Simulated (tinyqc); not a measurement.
Two mixing rules: virtual-crystal alloy in the empirical-pseudopotential method.

Empirical pseudopotential on the fcc lattice, atoms at +/- tau, tau = a (1,1,1)/8, no spin-orbit coupling. H(G,G') = c (2 pi/a)^2 |k + G|^2 delta + VS(q) cos(q.tau) + i VA(q) sin(q.tau), q = G - G', c = hbar^2/2m0; k and G in units of 2 pi/a; VS at |q|^2 = 3, 8, 11 and VA at 3, 4, 11, in rydberg, zero elsewhere. At each k the basis holds all G with |k + G|^2 up to 16; energies are counted from the fourth level at Gamma.

Virtual crystal A(1-x)B(x): a = (1 - x) a_A + x a_B. Rule linear: V = (1 - x) V_A + x V_B. Rule volume: V = [(1 - x) a_A^3 V_A + x a_B^3 V_B]/a^3, since a form factor is an atomic potential divided by the cell volume.

Constants: hbar^2/2m0 = 3.80998211 eV angstrom^2; Ry = 13.60569312 eV.

Values chosen for the exercise (classic local form factors of the size used for Si (A) and Ge (B), which place X and L only to a few tenths of an eV; not measured data): a = (5.438, 5.657) angstrom (lattice constants of A, B); VSA = (-0.208, 0.039, 0.082) Ry (symmetric form factors of A); VAA = (0, 0, 0) Ry (antisymmetric form factors of A); VSB = (-0.228, 0.01, 0.06) Ry (symmetric form factors of B); VAB = (0, 0, 0) Ry (antisymmetric form factors of B).

Gaps from the valence top to the fifth band at Gamma, at L = (1/2,1/2,1/2) and at the lowest of k = (f,0,0), f = 0.70, 0.75, ..., 1.00. Both rules agree at the ends.

Gaps (eV):

| x | Gamma, linear | Delta/X, linear | L, linear | Gamma, volume | Delta/X, volume | L, volume |
|---|---|---|---|---|---|---|
| 0.25 | 3.351 | 0.827 | 1.639 | 3.292 | 0.826 | 1.617 |
| 0.50 | 2.675 | 0.871 | 1.408 | 2.596 | 0.869 | 1.377 |
| 0.75 | 1.978 | 0.910 | 1.165 | 1.918 | 0.908 | 1.141 |

What can be read from this table?

At x = 0.5 the volume rule moves Gamma by -79 meV, Delta/X by -2 meV and L by -31 meV, that is the bowing by -4 times these; the lattice constants differ by 4.0 %, and the rules would coincide for equal ones.

Run: tinyqc, `OMP_NUM_THREADS=1 python tinyqc.py 1051555 1051556 out.jsonl`; Intel(R) Xeon(R) Processor @ 2.30GHz, one thread, shared host; about 0.2 s of CPU time with all checks.
